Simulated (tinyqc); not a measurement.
Carrier lifetime of an n-type layer with SRH, radiative, Auger and surface recombination: effect of the temperature at dn = 6e15 cm^-3.

Uniform excess density dn = dp (no trapping), n = n0 + dn, p = p0 + dn, Boltzmann statistics, full ionisation. Surfaces enter as a rate 2 S dn/d, which holds while diffusion to them is fast.

Nc and Nv are given at 400 K and scale as (T/400 K)^1.5; all else is held fixed. ni = sqrt(Nc Nv) exp(-Eg/(2 Vt)), Eg in volts; majority density N/2 + sqrt(N^2/4 + ni^2), n0 p0 = ni^2; n1 = Nc exp(-Et/Vt), p1 = Nv exp((Et - Eg)/Vt); tn0 = 1/(sn vth Nt), tp0 = 1/(sp vth Nt). With e = n p - ni^2 = dn (n0 + p0 + dn): U_SRH = e/(tp0 (n + n1) + tn0 (p + p1)), U_rad = B e, U_Aug = (Cn n + Cp p) e, U_s = 2 S dn/d. Each tau is dn over its rate; tau = dn/U with U the sum. Here dn = 6e15 cm^-3.

Inputs (values chosen for the exercise); band and dielectric values those of a made-up semiconductor:
```
symbol,value,unit,meaning
Eg,1.78,eV,band gap
Nc,1.32e18,cm^-3,conduction-band density of states at the reference temperature
Nv,2.57e19,cm^-3,valence-band density of states at the reference temperature
B,2.31e-10,cm^3/s,radiative coefficient
N,1.1e17,cm^-3,donor density
Cn,1.5e-30,cm^6/s,Auger coefficient (two electrons)
Cp,2.1e-31,cm^6/s,Auger coefficient (two holes)
Nt,1.1e11,cm^-3,trap density
sn,2e-15,cm^2,capture cross-section for electrons
sp,6e-14,cm^2,capture cross-section for holes
vth,1.3e7,cm/s,thermal velocity (both carriers)
Et,1.48,eV,trap level below the conduction band
S,700,cm/s,surface recombination velocity (both faces)
d,20,um,sample thickness
```

Constants: q = 1.602176634e-19 C, kB = 1.380649e-23 J/K, Vt = kB T/q. Results are converted to the units shown.

The same in every row: tau_rad (s) = 3.732e-8; tau_Aug (s) = 4.919e-5; tau_s (s) = 1.429e-6.

Result of one run:
```
tau_SRH (s)   tau (s)  radiative share (%)  largest path
2.974e-5     3.630e-8                97.26     radiative
```

Which temperature T gave this result: 200, 320, 400 or 440 K?

T = 200 K.

The whole series:
```
T (K)  tau_SRH (s)   tau (s)  radiative share (%)  largest path
200       2.974e-5  3.630e-8                97.26     radiative
240       2.976e-5  3.630e-8                97.26     radiative
280       2.992e-5  3.630e-8                97.26     radiative
320       3.078e-5  3.630e-8                97.27     radiative
360       3.392e-5  3.630e-8                97.28     radiative
400       4.260e-5  3.631e-8                97.30     radiative
440       6.247e-5  3.632e-8                97.33     radiative
480       1.019e-4  3.633e-8                97.35     radiative
```

Radiative recombination leads at T = 200 and in all other rows. tau_SRH rises from 2.97e-5 to 1.02e-4 s and the total lifetime stays near 3.63e-8 s.

tinyqc, about 0.01 s, one thread, Intel Xeon 2.30GHz (shared host): `OMP_NUM_THREADS=1 python tinyqc.py 2300038 2300039 out.jsonl`
